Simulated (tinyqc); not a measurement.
## Charge imbalance from the loss of breakdown voltage

Problem. In a superjunction of pillar doping N and length Lp an imbalance dl lowers BV by q |dl| N Lp^2/(4 eps0 eps_r), as long as the field reaches through the pillar. Find |dl| and the net dose error |dl| N wp.

Parameters, values chosen for the exercise:
- eps_r = 11.4 (relative permittivity of the semiconductor)
- wp = 1 um (width of each pillar)

Constants: q = 1.602176634e-19 C, eps0 = 8.8541878128e-14 F/cm where lengths are in cm. Results are converted to the units shown.

BV balanced and BV measured (V): 330  284.51773
N = 2.0034122e16 cm^-3
Lp = 12.971734 um

Answer. The loss is linear in |dl|; its sign cannot be told from BV.

|dl| = 3.40 %
dose error = 6.81e10 cm^-2

tinyqc, about 0.01 s, one thread, Intel Xeon 2.30GHz (shared host): `OMP_NUM_THREADS=1 python tinyqc.py 2590011 2590012 out.jsonl`
